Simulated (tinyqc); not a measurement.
# From single traps to 1/f noise

13 half-filled traps with time constants tau_j = 1.7e-7 s times 10^(0.5 j), j = 0..12, each shift the threshold by a = 1.69 uV when filled and give the Lorentzian a^2 tau/(1 + (2 pi f tau)^2). For time constants spread evenly in ln tau the sum tends to a^2/(4 f ln(10^0.5)). slope = d ln S/d ln f.

From single traps to 1/f noise:
```
f (Hz)  S (uV^2/Hz)  1/f limit (uV^2/Hz)      slope  j of the largest term
0.01         0.7100                62.02  -1.611e-4                     12
0.1          0.7044                6.202   -0.01589                     12
1            0.4350               0.6202    -0.6231                     12
30          0.02047              0.02067    -0.9896                      9
1000       6.202e-4             6.202e-4     -1.001                      6
30000      2.046e-5             2.067e-5     -1.011                      3
1e6        4.124e-7             6.202e-7     -1.436                      0
1e7        6.186e-9             6.202e-8     -1.988                      0
1e8       6.223e-11             6.202e-9     -2.000                      0
```

Below the slowest trap (1/(2 pi tau) = 0.94 Hz) the spectrum is flat, slope 0.00 in the first row; above the fastest (9.4e5 Hz) the slope tends to -2 (-2.00 in the last row). In between, at 30, 1000 and 30000 Hz, the slopes are -0.99, -1.00 and -1.01, and S is within 0.01 % of the 1/f limit at 1000 Hz.

Computed by the program tinyqc: `OMP_NUM_THREADS=1 python tinyqc.py 2150147 2150148 out.jsonl`, one thread of a shared Intel Xeon 2.30GHz, about 0.01 s for the whole run.
